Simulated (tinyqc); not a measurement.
# Threshold and carrier lifetime from two turn-on delays

Question. With a constant carrier lifetime tau, a current step from 0 to I reaches threshold after td = tau ln(I/(I - Ith)). Find Ith and tau.

turn-on delay for steps from 0 to 0.95 and to 1.9 mA (ns): [1.6322115, 0.60425548]

Answer. The ratio of the delays holds no tau and rises steadily with Ith, so it has one root below the smaller current.

Ith = 0.630 mA
tau = 1.50 ns

Computed by the program tinyqc: `OMP_NUM_THREADS=1 python tinyqc.py 2840027 2840028 out.jsonl`, one thread of a shared Intel Xeon 2.30GHz, about 0.01 s for the whole run.
